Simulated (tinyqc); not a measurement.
Electron continuity equation in a given potential, Scharfetter-Gummel discretisation: two steps of the calculation.

Steady state in one dimension: J = q mu n E + q D dn/dx with E = -dpsi/dx and D = mu Vt, dJ/dx = 0, fixed densities nL and nR at the ends. The potential is given, psi = U x/L, and is not changed by the electrons.

Parameters, values chosen for the exercise; mobility close to that of In0.53Ga0.47As at room temperature: temperature T = 300 K; electron mobility mu = 11100 cm^2/(V s); length of the region L = 1 um; density at x = 0 nL = 5e13 cm^-3; density at x = L nR = 0 cm^-3.

Constants: q = 1.602176634e-19 C, kB = 1.380649e-23 J/K, Vt = kB T/q. Results are converted to the units shown.

Task 1. Tridiagonal system for the inner nodes. Row i (1 to 10): B(-d_(i-1)) n_(i-1) + b_i n_i + B(d_i) n_(i+1) = f_i with b_i = -B(-d_i) - B(d_(i-1)) and f_i = 0; the known end values are moved to the right: f_1 loses B(-d_0) nL and f_10 loses B(d_10) nR. h = L/11, D = mu Vt.

```
interval	B(d_i)	B(-d_i)
0	0.047775420	4.6192523
1	0.047775420	4.6192523
2	0.047775420	4.6192523
3	0.047775420	4.6192523
4	0.047775420	4.6192523
5	0.047775420	4.6192523
6	0.047775420	4.6192523
7	0.047775420	4.6192523
8	0.047775420	4.6192523
9	0.047775420	4.6192523
10	0.047775420	4.6192523
```

Give: diagonal b; right side f.

Result 1.

```
node	diagonal b	right side f (cm^-3)
1	-4.6670	-2.3096e14
2	-4.6670	0
3	-4.6670	0
4	-4.6670	0
5	-4.6670	0
6	-4.6670	0
7	-4.6670	0
8	-4.6670	0
9	-4.6670	0
10	-4.6670	0
```

Task 2. Densities and current. B(d_i) and B(-d_i) are the Bernoulli factors of the potential steps, b and f the diagonal and right side. Solve B(-d_(i-1)) n_(i-1) + b_i n_i + B(d_i) n_(i+1) = f_i (end values already in f), then J_i = (q D/h) [n_(i+1) B(d_i) - n_i B(-d_i)], h = L/11, D = mu Vt.

```
interval	B(d_i)	B(-d_i)
0	0.047775420	4.6192523
1	0.047775420	4.6192523
2	0.047775420	4.6192523
3	0.047775420	4.6192523
4	0.047775420	4.6192523
5	0.047775420	4.6192523
6	0.047775420	4.6192523
7	0.047775420	4.6192523
8	0.047775420	4.6192523
9	0.047775420	4.6192523
10	0.047775420	4.6192523
```

```
node	diagonal b	right side f (cm^-3)
1	-4.6670277	-2.3096261e14
2	-4.6670277	0
3	-4.6670277	0
4	-4.6670277	0
5	-4.6670277	0
6	-4.6670277	0
7	-4.6670277	0
8	-4.6670277	0
9	-4.6670277	0
10	-4.6670277	0
```

Find: n; J.

Result 2.

n, node 0 to 11 (cm^-3): 5.0000e13  5.0000e13  5.0000e13  5.0000e13  5.0000e13  5.0000e13  5.0000e13  5.0000e13  5.0000e13  4.9995e13  4.9483e13  0
J, interval 0 to 10 (A/cm^2): -1156.0  -1156.0  -1156.0  -1156.0  -1156.0  -1156.0  -1156.0  -1156.0  -1156.0  -1156.0  -1156.0

Range of the model: The drift velocity mu E exceeds 1e7 cm/s somewhere, where real mobilities no longer stay constant.

Computed by the program tinyqc: `OMP_NUM_THREADS=1 python tinyqc.py 2220068 2220069 out.jsonl`, one thread of a shared Intel Xeon 2.30GHz, about 0.01 s for the whole run.
